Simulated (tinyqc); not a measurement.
Worked calculation: sp3 tight binding, zinc-blende lattice. One step of it, computed by the program tinyqc.

Task: Bloch Hamiltonian at k. Slater-Koster rules over the four bonds with direction cosines (l, m, n): ss V_ss; s-px l V_sp; px-s -l V_sp; px-px l^2 V_pps + (1 - l^2) V_ppp; px-py l m (V_pps - V_ppp); each times exp(i k.d).

Parameters chosen for this model: zinc-blende lattice, anion at 0, cation at a/4 (1,1,1); V = eta hbar^2 / (m d^2), hbar^2/m = 7.619964 eV angstrom^2:
```
parameter          value      unit
a               3.950000  angstrom
d               1.710400  angstrom
Es anion      -14.750000        eV
Ep anion       -7.240000        eV
Es cation     -14.750000        eV
Ep cation      -7.240000        eV
eta ss         -1.360000
eta sp          1.390000
eta pp sigma    2.460000
eta pp pi      -0.680000
V ss           -3.542390        eV
V sp            3.620531        eV
V pp sigma      6.407558        eV
V pp pi        -1.771195        eV
```

k point k (2 pi / a): [0.720000, -0.620000, 0.510000]

Give: H(k) at k.

Result:

H(k) at k (eV), order a s, a px, a py, a pz, c s, c px, c py, c pz:
$$\begin{pmatrix}
-14.750 & 0.000 & 0.000 & 0.000 & -2.360-7.615i & 2.114+2.959i & -3.054-2.049i & 4.355+1.437i \\
0.000 & -7.240 & 0.000 & 0.000 & -2.114-2.959i & 0.636+2.053i & 5.679+1.874i & -3.983-2.672i \\
0.000 & 0.000 & -7.240 & 0.000 & 3.054+2.049i & 5.679+1.874i & 0.636+2.053i & 2.758+3.860i \\
0.000 & 0.000 & 0.000 & -7.240 & -4.355-1.437i & -3.983-2.672i & 2.758+3.860i & 0.636+2.053i \\
-2.360+7.615i & -2.114+2.959i & 3.054-2.049i & -4.355+1.437i & -14.750 & 0.000 & 0.000 & 0.000 \\
2.114-2.959i & 0.636-2.053i & 5.679-1.874i & -3.983+2.672i & 0.000 & -7.240 & 0.000 & 0.000 \\
-3.054+2.049i & 5.679-1.874i & 0.636-2.053i & 2.758-3.860i & 0.000 & 0.000 & -7.240 & 0.000 \\
4.355-1.437i & -3.983+2.672i & 2.758-3.860i & 0.636-2.053i & 0.000 & 0.000 & 0.000 & -7.240
\end{pmatrix}$$
